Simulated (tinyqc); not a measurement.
One-sided p+-n junction, ionisation integral and breakdown: one step of the calculation.

A p+ layer at x < 0 and an n drift layer from x = 0. Depletion approximation, built-in voltage neglected. Local ionisation coefficients alpha_n = an exp(-(bn/E)^mx), alpha_p = ap exp(-(bp/E)^mx). Electrons move towards +x, holes towards x = 0.

Task. Ionisation integrals by the trapezoid rule. G(x) = integral from 0 to x of (alpha_n - alpha_p); I_n = integral of alpha_n exp(-G) (electrons injected at x = 0), I_p = integral of alpha_p exp(G(end) - G) (holes injected at the far edge); M = 1/(1 - I). All integrals by the trapezoid rule on the grid.

```
point	x (um)	alpha_n (1/cm)	alpha_p (1/cm)
0	0.0000000	25587.335	20847.689
1	0.1011804	20190.173	16619.953
2	0.2023607	15331.398	12771.758
3	0.3035411	11100.976	9377.8723
4	0.4047215	7571.5224	6503.1691
5	0.5059018	4785.0516	4192.3914
6	0.6070822	2738.9057	2458.3794
7	0.7082626	1374.8110	1271.3986
8	0.8094429	577.38238	554.40101
9	0.9106233	188.99385	190.46651
10	1.0118037	43.135334	46.344511
11	1.1129840	5.7116799	6.6983249
```

Find: G; alpha_n exp(-G); I_n; I_p; M_n; M_p.

Result.

```
point	G	alpha_n exp(-G) (1e4 1/cm)
0	0.0000	2.559
1	0.0420	1.936
2	0.0731	1.425
3	0.0947	1.010
4	0.1088	0.679
5	0.1172	0.426
6	0.1217	0.243
7	0.1236	0.121
8	0.1242	0.051
9	0.1244	0.017
10	0.1243	0.004
11	0.1243	0.001
```

I_n = 0.7275
I_p = 0.6912
M_n = 3.670
M_p = 3.238

Computed by the program tinyqc: `OMP_NUM_THREADS=1 python tinyqc.py 2120004 2120005 out.jsonl`, one thread of a shared Intel Xeon 2.30GHz, about 0.04 s for the whole run.
